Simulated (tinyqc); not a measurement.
Angle series: uniform film or islands? Model: X-ray photoelectron analysis of a thin oxide on a semiconductor: attenuation lengths, thickness, angle series and band offsets. Computed by tinyqc, a small Python program. Command: `OMP_NUM_THREADS=1 python tinyqc.py 3113163 3113164 out.jsonl xps walk`. One thread of a shared host (Intel(R) Xeon(R) Processor @ 2.30GHz), about 0.01 s of CPU time with the checks.

The same element is seen in the oxide and in the substrate, at nearly the same kinetic energy; films are flat and uniform, and the work function is ignored.

Inputs (values chosen for the exercise, modelled on SiO2 on silicon):
```
quantity,value,unit
photon energy,1486.6,eV
binding energy of the core level,99.4,eV
oxide density,2.16,g/cm^3
oxide formula mass,60.08,g/mol
valence electrons per oxide formula,16,-
oxide gap,8.97,eV
substrate density,2.33,g/cm^3
substrate formula mass,28.09,g/mol
valence electrons per substrate formula,4,-
substrate gap,1.12,eV
oxide thickness d,5.2,nm
emission angle from the normal,60,degrees
attenuation length over inelastic mean free path,0.93,-
carbon overlayer,0.98,nm
```

Method:
- TPP-2M: lambda = E/(E_p^2 [b ln(c E) - C/E + D/E^2]) in angstrom, E_p = 28.8 sqrt(N_v rho/M), b = -0.10 + 0.944/sqrt(E_p^2 + E_g^2) + 0.069 rho^0.1, c = 0.191/sqrt(rho), U = N_v rho/M, C = 1.97 - 0.91 U, D = 53.4 - 20.8 U, with E = photon energy less binding energy in eV.
- Attenuation length L = factor x lambda.
- R_0 = (rho_o/M_o) L_o/((rho_s/M_s) L_s); peak ratio R = I_ox/I_sub = R_0 [exp(d/(L_o cos theta)) - 1]; hence d = L_o cos theta ln(1 + R/R_0). A carbon layer weakens both peaks alike, by exp(-d_C/(L_o cos theta)) if its L is taken equal to L_o. This R_0 leaves out intrinsic losses from the substrate peak, so calibrated values can be larger.
- Islands: half of the surface carries 2 d and half none, R = R_0 (1/2)(1 - t)/(1/2 + t/2) with t = exp(-2 d/(L_o cos theta)); the apparent thickness is read with the uniform formula.

R_0 = 0.548883

L in the oxide = 3.63888 nm

Against the angle:
```
theta (degrees),"R, uniform","R, islands","apparent d, islands (nm)"
0,1.74,0.48931,2.3192
20,1.96,0.49884,2.2106
35,2.59,0.51636,1.9765
45,3.59,0.52993,1.7387
55,6.08,0.54141,1.4325
65,15.59,0.54761,1.0642
75,136.65,0.54886,0.6528
```

What follows from these numbers?

A uniform film gives d = 5.2 nm at every angle. The island film of the same volume reads 2.32 nm at normal emission and 0.653 nm at 75 degrees; its ratio cannot pass R_0, since the bare half always shows the substrate. Caution: beyond about 60 degrees elastic scattering and roughness make a single attenuation length unreliable.

Extremes, crossings and ranges named in words are read from the listed rows.
